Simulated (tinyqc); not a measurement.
Inside a calculation. Method: RHF in the 3-21g basis, for H3+, spin multiplicity 1. One step of it, computed by the program tinyqc.

Question. Iteration 4: diagonalisation and new density. Diagonalise F' = X^T F X, C = X C', fill 1 alpha and 1 beta electrons from the bottom; D = 2 C_occ C_occ^T. Each column has its largest component positive (the first on a tie).

extrapolated F (hartree), lower triangle:
```
           1H 1s      1H 2s      2H 1s      2H 2s      3H 1s      3H 2s
1H 1s  -0.116354
1H 2s  -0.587986  -0.614254
2H 1s  -0.232226  -0.381670  -0.116354
2H 2s  -0.381670  -0.526294  -0.587986  -0.614254
3H 1s  -0.188693  -0.342460  -0.188693  -0.342460  -0.110316
3H 2s  -0.347021  -0.493634  -0.347021  -0.493634  -0.571294  -0.590954
```

X, lower triangle:
```
           1H 1s      1H 2s      2H 1s      2H 2s      3H 1s     3H 2s
1H 1s   1.247724
1H 2s  -0.499420   1.505382
2H 1s   0.036189   0.011758   1.247724
2H 2s   0.011758  -0.328205  -0.499420   1.505382
3H 1s   0.034008   0.015812   0.034008   0.015812   1.246515
3H 2s   0.020286  -0.273200   0.020286  -0.273200  -0.494791  1.464769
```

Give: F' = X^T F X; orbital energies; coefficients C; D after iteration 4.

Answer.

F' = X^T F X (hartree), lower triangle:
```
         1        2        3        4        5        6
1   0.3709
2  -0.6182  -0.0384
3  -0.0317  -0.1166   0.3709
4  -0.1166  -0.1597  -0.6182  -0.0384
5  -0.0077  -0.1035  -0.0077  -0.1035   0.3650
6  -0.1012  -0.1516  -0.1012  -0.1516  -0.6084  -0.0446
```

orbital energies (hartree): MO1 -0.9035, MO2 -0.2935, MO3 -0.2589, MO4 0.7665, MO5 0.7829, MO6 0.8919

coefficients C:
```
          MO1      MO2      MO3      MO4      MO5      MO6
1H 1s  0.2032  -0.1360   0.2295   0.4922  -0.9010   0.8016
1H 2s  0.2904  -0.4145   0.8148  -0.5793   1.0713  -0.5431
2H 1s  0.2032  -0.1360  -0.2295   0.4922   0.9010   0.8016
2H 2s  0.2904  -0.4145  -0.8148  -0.5793  -1.0713  -0.5431
3H 1s  0.1897   0.2775   0.0000  -1.0681   0.0000   0.7400
3H 2s  0.2787   0.8722   0.0000   1.2216   0.0000  -0.4580
```

D after iteration 4, lower triangle:
```
        1H 1s   1H 2s   2H 1s   2H 2s   3H 1s   3H 2s
1H 1s  0.0826
1H 2s  0.1181  0.1687
2H 1s  0.0826  0.1181  0.0826
2H 2s  0.1181  0.1687  0.1181  0.1687
3H 1s  0.0771  0.1102  0.0771  0.1102  0.0720
3H 2s  0.1133  0.1619  0.1133  0.1619  0.1057  0.1554
```
